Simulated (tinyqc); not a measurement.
# Segment and feed resistance from two drops

Inverse problem. A rail is fed at one end through Rq; K loads of Ij follow, each after a segment Rs. The drop at load j is K Ij Rq + Rs Ij sum_(l=1..j) (K - l + 1). Find Rs, Rq and the worst drop, at the middle, if the rail were fed through Rq at both ends: K Ij Rq/2 + Rs Ij K^2/8 with the load taken as continuous.

Inputs (values chosen for the exercise): number of equal loads K = 13; current of each load Ij = 1.2 mA.

drops at the first and at the last load (mV): [5.304, 27.768000]

Answer. The difference of the two drops is Rs Ij K (K - 1)/2, which gives Rs; the first drop then gives Rq.

Rs = 0.240 ohm
Rq = 0.100 ohm
drop at the middle with two feeds = 6.86 mV

tinyqc, about 0.09 s, one thread, Intel Xeon 2.30GHz (shared host): `OMP_NUM_THREADS=1 python tinyqc.py 2770213 2770214 out.jsonl`
